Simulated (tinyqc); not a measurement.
Inside a calculation. Model: single-photon avalanche diode, trigger probability and counting.

Numbers from tinyqc (`OMP_NUM_THREADS=1 python tinyqc.py 2630129 2630130 out.jsonl`; about 0.01 s on one thread of a shared Intel Xeon 2.30GHz). Printed values are rounded.

A multiplication layer of width W with the uniform field V/W; alpha = an exp(-bn/E) for electrons, beta = ap exp(-bp/E) for holes (local model, no dead space). a = alpha W, b = beta W. Electrons enter at x = 0, holes at x = W. P0 is the probability that an electron entering at 0 starts a lasting avalanche, PW the same for a hole entering at W.

Inputs (values chosen for the exercise); ionisation coefficients close to those of germanium: electron prefactor an = 1.53e7 1/cm; electron field bn = 1.54 MV/cm; hole prefactor ap = 1.03e7 1/cm; hole field bp = 1.25 MV/cm; width of the multiplication layer W = 0.5 um; excess bias Vx = 1.8 V; probability that a photon makes a pair that enters the layer eta = 0.66; thermal generation rate in the layer Gd = 94 1/s; dead time td = 10 ns; diode capacitance Cd = 45 fF; quench resistance Rq = 100 kohm; trapping probability per avalanche carrier pa = 1.5e-8; trap release time tt = 34 ns; photon rate nph = 5.5e6 1/s.

Constants: q = 1.602176634e-19 C. Results are converted to the units shown.

## Ionisation integrals at and above breakdown

breakdown voltage VB = 10.7648 V

Breakdown: ln(a/b) = a - b with a not equal to b. VB is given; V = VB + Vx.

E at VB = 0.215296 MV/cm
a at VB = 0.598660
b at VB = 1.54993
E at V = 0.251296 MV/cm
a = 1.66804
b = 3.56070

At VB, ln(a/b) = -0.9513 equals a - b.

## Iteration 1: trigger probability by substitution

P0 at the start = 0.5

PW = P0 exp(b - a)/(1 - P0 + P0 exp(b - a)); P0(new) = 1 - (1 - PW)^(a/b).

PW = 0.869058
P0 after iteration 1 = 0.614178

## Iteration 2: trigger probability by substitution

As before.

PW = 0.913534
P0 after iteration 2 = 0.682344

## Course of the iteration: trigger probability by substitution

Stop when P0 changes by less than 1e-9, or after 400 iterations. The rule counts as met only at a root strictly between 0 and 1.

Course of the iteration:
```
iteration        P0  |change|
1          0.614178     0.114
2          0.682344    0.0682
3          0.721004    0.0387
4          0.742814    0.0218
5          0.755202    0.0124
6          0.762292   7.09e-3
7          0.766373   4.08e-3
8          0.768731   2.36e-3
9          0.770096   1.37e-3
...             ...       ...
28         0.771983   4.49e-8
29         0.771983   2.61e-8
30         0.771983   1.51e-8
31         0.771983   8.80e-9
32         0.771983   5.11e-9
33         0.771983   2.97e-9
34         0.771983   1.73e-9
35         0.771983   1.00e-9
36         0.771983  5.82e-10
```

Converged in 36 iterations. At the end each change is about 0.58 times the one before: linear convergence.

## Detection, dark counts, afterpulses and dead-time loss

P0 = 0.771983
Pm = 0.886270

Pm is the mean trigger probability of pairs made evenly in the layer. PDP = eta P0; dark counts Gd Pm; avalanche charge Cd Vx/q; afterpulse probability pa (Cd Vx/q) exp(-td/tt) Pm; true rate n = nph PDP + dark counts; measured n/(1 + n td) (non-paralysable) or n exp(-n td) (paralysable); recharge time Rq Cd.

PDP = 0.509509
dark counts = 83.3094 1/s
avalanche charge = 5.05562e5 electrons
afterpulse probability = 0.500839 %
true rate = 2.80238e6 1/s
measured, non-paralysable = 2.72599e6 1/s
measured, paralysable = 2.72494e6 1/s
recharge time = 4.5 ns

Dead time hides 2.7 % of the events in the first model and 2.8 % in the second.
